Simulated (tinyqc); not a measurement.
Inside a calculation. Model: time-dependent dielectric breakdown: cell percolation, Weibull statistics, area scaling and voltage extrapolation. Computed by tinyqc, a small Python program that keeps every step. Command: `OMP_NUM_THREADS=1 python tinyqc.py 3005393 3005394 out.jsonl tddb walk`. One thread of a shared host (Intel(R) Xeon(R) Processor @ 2.30GHz), about 0.01 s of CPU time with the checks. Intermediate numbers are printed to about 5 digits and carried at full precision; extremes and crossings named in words are read from the listed rows.

The oxide is divided into columns of area a^2, each holding m = t_ox/a cells (m is taken as continuous). A share lambda(t) = (t/t_1)^alpha of the cells is defective, and a column whose cells are all defective breaks down.

Inputs (values chosen for the exercise, for a model gate oxide):

| quantity | value | unit |
|---|---|---|
| oxide thickness t_ox | 5.3 | nm |
| defect cell size a | 1.1 | nm |
| exponent alpha of defect growth | 0.41 | - |
| time t_1 at which the occupied share would reach 1 | 2.6e+07 | s |
| test area A | 700 | um^2 |
| product area A_u | 900000 | um^2 |
| stress voltage V | 6.98 | V |
| use voltage V_u | 4.1 | V |
| local exponent n = -d ln t/d ln V at the stress voltage | 31 | - |
| activation energy E_a | 0.41 | eV |
| stress temperature T | 175 | C |
| use temperature T_u | 85 | C |
| allowed failure fraction F | 1e-06 | - |

Voltage law used: 1/E.

Constants: k_B = 8.617333262e-05 eV/K.

## Weibull parameters from the cell model

Failure fraction F = 1 - (1 - lambda^m)^N with N = A/a^2 columns, which for small lambda^m is 1 - exp(-(t/t63)^beta) with beta = alpha m and t63 = t_1 N^(-1/beta); critical share lambda(t63) = N^(-1/m). 1 um^2 = 1e6 nm^2.

cells per column m = 4.8182

columns N = 5.7851e+08

Weibull slope beta = 1.9755

characteristic life t63 = 953.63 s

critical share of defective cells = 0.015185

Times between F = 10 % and 90 % span a factor 4.77: the smaller beta = alpha m, the wider the scatter. Caution: t_1 is an input here; in a real oxide it changes with thickness at fixed voltage.

## A sample of breakdown times

uniform random numbers u: 0.3588  0.6255  0.7100  0.6784  0.4286  0.3193  0.5307  0.7955  0.8882  0.3457  0.4950

Each device fails at t = t63 (-ln(1 - u))^(1/beta). Sort the times; median rank F_i = (i - 0.3)/(n_s + 0.4) for n_s devices; W = ln(-ln(1 - F_i)).

Weibull plot:

| i | t (s) | F_i | ln t | W |
|---|---|---|---|---|
| 1 | 587.9 | 0.06140 | 6.3766 | -2.7588 |
| 2 | 617.8 | 0.14912 | 6.4262 | -1.8233 |
| 3 | 632.5 | 0.23684 | 6.4497 | -1.3083 |
| 4 | 710.9 | 0.32456 | 6.5665 | -0.9355 |
| 5 | 786.4 | 0.41228 | 6.6674 | -0.6320 |
| 6 | 828.0 | 0.50000 | 6.7190 | -0.3665 |
| 7 | 945.0 | 0.58772 | 6.8512 | -0.1210 |
| 8 | 1016.5 | 0.67544 | 6.9241 | 0.1180 |
| 9 | 1062.4 | 0.76316 | 6.9683 | 0.3649 |
| 10 | 1204.9 | 0.85088 | 7.0941 | 0.6434 |
| 11 | 1418.5 | 0.93860 | 7.2573 | 1.0261 |

## Fitting the sample

W = ln(-ln(1 - F_i)) with the median ranks F_i. Least squares in W: W = beta ln t - beta ln t63. Maximum likelihood: solve sum t^b ln t/sum t^b - 1/b = mean of ln t for b, then t63 = (mean of t^b)^(1/b).

slope by least squares = 3.6980

t63 by least squares = 989.30 s

slope by maximum likelihood = 3.7442

t63 by maximum likelihood = 987.61 s

The true values are beta = 1.975 and t63 = 954 s. With 11 devices the standard error of the maximum-likelihood slope is about 0.78 beta/sqrt(n_s) = 0.46; the fits miss by +1.72 and +1.77, and t63 by +4 and +4 %.

## Projection to use conditions

All three voltage laws share the slope n at the stress voltage. Factor t(V_u)/t(V): E law exp(n (1 - V_u/V)); 1/E law exp(n (V/V_u - 1)); power law (V/V_u)^n. Temperatures in kelvin are T(C) + 273.15. Temperature factor exp[(E_a/k_B)(1/T_u - 1/T)]; area factor (A/A_u)^(1/beta); percentile factor (-ln(1 - F))^(1/beta); life = t63 x all four; 1 year = 3.15576e7 s.

voltage factor = 2.8644e+09

temperature factor = 14.409

area factor = 0.026675

percentile factor = 9.1775e-04

projected life = 30.534 years

Area and percentile together cost 4.6 decades, voltage and temperature return 10.6; a ten-year target is met. Caution: a voltage factor of more than nine decades rests wholly on the chosen law and cannot be tested.

## Three voltage laws

Life = t63 x voltage, temperature, area and percentile factors, the last three as above.

Log10 of the life in years:

| V_u/V | V_u (V) | E law | 1/E law | power law |
|---|---|---|---|---|
| 1.00 | 6.980 | -7.9722 | -7.972 | -7.9722 |
| 0.95 | 6.631 | -7.2991 | -7.264 | -7.2817 |
| 0.90 | 6.282 | -6.6259 | -6.476 | -6.5538 |
| 0.80 | 5.584 | -5.2796 | -4.606 | -4.9680 |
| 0.70 | 4.886 | -3.9333 | -2.202 | -3.1703 |
| 0.60 | 4.188 | -2.5870 | 1.003 | -1.0949 |
| 0.50 | 3.490 | -1.2407 | 5.491 | 1.3597 |
| 0.40 | 2.792 | 0.1056 | 12.222 | 4.3639 |

At V_u/V = 0.9 the laws differ by 0.15 decades at most, and at 0.5 by 6.7. The E law is the most cautious and the 1/E law the most hopeful. Ten years are reached at V_u/V = 0.334 (E), 0.600 (1/E), 0.514 (power). Caution: the rows at low voltage extrapolate over many decades and cannot be tested.

Checks made by the program: Weibull form against the exact column count at t63 (relative difference 5e-10).
